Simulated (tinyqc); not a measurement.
## Barrier and mass from two Fowler-Nordheim currents

Inverse problem. Fowler-Nordheim tunnelling through a dielectric follows J = A F^2 exp(-B/F), A = q^2 me/(16 pi^2 hbar m1 phi1) (A/V^2 with phi1 in volts), B = (4/3) sqrt(m1/C) phi1^1.5 (V/nm), C = hbar^2/(2 m0). Find B, A, phi1 and m1.

Inputs (values chosen for the exercise): emitter mass in the supply function me = 0.4 m0.

Constants: q = 1.602176634e-19 C, hbar = 1.054571817e-34 J s, m0 = 9.1093837015e-31 kg, hbar^2/(2 m0) = 0.0380998212 eV nm^2. Results are converted to the units shown.

J at F = 0.68 and 1.26 V/nm (A/cm^2): 1.2114447e-10  0.033316997

Answer. The slope of ln(J/F^2) against 1/F is -B and the intercept gives A. A fixes the product m1 phi1, and B = (4/3) phi1 sqrt(m1 phi1/C) then gives phi1.

B = 26.88 V/nm
A = 3.875e-7 A/V^2
phi1 = 3.120 eV
m1 = 0.5100 m0

Numbers from tinyqc (`OMP_NUM_THREADS=1 python tinyqc.py 2540172 2540173 out.jsonl`; about 0.04 s on one thread of a shared Intel Xeon 2.30GHz).
